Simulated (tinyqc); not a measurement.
Inside a calculation. Model: thin film between two gates, subbands and threshold shift from confinement.

Numbers from tinyqc (`OMP_NUM_THREADS=1 python tinyqc.py 2350053 2350054 out.jsonl`; about 0.1 s on one thread of a shared Intel Xeon 2.30GHz). Printed values are rounded.

Undoped body with a flat potential across it, hard walls, transport along x. Three valley pairs (g = 2 each) with the longitudinal mass along x, y or z. Non-parabolicity enters the subband edges through E (1 + al E) = gamma, so E = 2 gamma/(1 + sqrt(1 + 4 al gamma)); motion within a subband is taken as parabolic with the band-edge mass. Energies are counted from the bulk band edge.

Values chosen for this exercise; masses close to those of silicon:
```
symbol  value  unit                                                meaning
T         300     K                                            temperature
ml      0.923    m0                                      longitudinal mass
mt      0.194    m0                                        transverse mass
al          0  1/eV                                       non-parabolicity
t         4.8    nm                               film thickness (along z)
dl          0    nm  widening of the box by penetration into the insulator
```

Constants: q = 1.602176634e-19 C, kB = 1.380649e-23 J/K, hbar = 1.054571817e-34 J s, m0 = 9.1093837015e-31 kg, Vt = kB T/q, hbar^2/(2 m0) = 0.0380998212 eV nm^2. Results are converted to the units shown.

## Lowest subbands

gamma = C (pi k/(t + dl))^2/mz, C = hbar^2/(2 m0). List the 6 lowest, labelled by valley axis and quantum numbers, with degeneracy g and N_k: N_k = g sqrt(mx my) m0 kB T/(pi hbar^2).

```
subband   E_k (eV)  g  N_k (cm^-2)
z1       0.0176823  2   4.19009e12
z2       0.0707292  2   4.19009e12
x1       0.0841276  2   9.13951e12
y1       0.0841276  2   9.13951e12
z3        0.159141  2   4.19009e12
z4        0.282917  2   4.19009e12
```

## Threshold shift

Each subband has N_k = g sqrt(mx my) m0 kB T/(pi hbar^2); without degeneracy n = exp(EF/Vt) sum N_k exp(-E_k/Vt). Classical value Nc times t, Nc = sum over valleys of 2 g (m m0 kB T/(2 pi hbar^2))^1.5 with m = (mx my mz)^(1/3). Threshold shift dVT = Vt ln(classical value/sum N_k exp(-E_k/Vt)). Use the subbands listed.

shares, subband z1 to z4 (%): [68.1881, 8.7611, 11.3809, 11.3809, 0.2866, 0.0024]
sum N_k exp(-E_k/Vt) = 3.10074e12 cm^-2
Nc = 2.80625e19 cm^-3
classical value = 1.34700e13 cm^-2
dVT = 37.9720 mV

With all subbands dVT = 37.97 mV. The lowest edge lies at 17.7 meV; dVT is larger than that, since sum N_k exp(-(E_k - E_1)/Vt) falls short of the classical value.
